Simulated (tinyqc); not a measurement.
Configuration-coordinate model of a defect: Huang-Rhys factor and luminescence line shape: one step, computed by the program tinyqc. Command: `OMP_NUM_THREADS=1 python tinyqc.py 3017719 3017720 out.jsonl ccline walk`. One thread of a shared host (Intel(R) Xeon(R) Processor @ 2.30GHz), about 0.01 s of CPU time with the checks.

Ground state E_g(Q) = (1/2) omega_g^2 Q^2; excited state E_e(Q) = E_0 + (1/2) omega_e^2 (Q - dQ)^2 with omega_e = omega_g and E_0 = E_ZPL. Q is mass-weighted; the dipole does not depend on Q (Condon approximation).

Question. Emission lines at zero temperature. From the lowest excited level the line to ground level n lies at E_ZPL - n hbar omega_g with Franck-Condon weight exp(-S) S^n/n!; the emitted intensity carries a further factor E^3. S = S_g; up to eleven lines, of positive energy only, from n = max(0, integer part of S - 5).

Inputs (values chosen for the exercise, for a model defect): zero-phonon energy E_ZPL = 1.41 eV; ground-state phonon hbar omega_g = 116 meV.

Modes: equal frequencies in both states.

S_g = 5.213821

Give: Lines.

Answer.

Lines:
```
n   energy (eV)  weight  intensity / largest
0         1.410  0.0054            9.908e-02
1         1.294  0.0284            3.993e-01
2         1.178  0.0740            7.853e-01
3         1.062  0.1285            1.000e+00
4         0.946  0.1675            9.213e-01
5         0.830  0.1747            6.488e-01
6         0.714  0.1518            3.589e-01
7         0.598  0.1131            1.571e-01
8         0.482  0.0737            5.360e-02
9         0.366  0.0427            1.360e-02
10        0.250  0.0223            2.259e-03
```

The weight peaks at n = 5 and the intensity at n = 3.
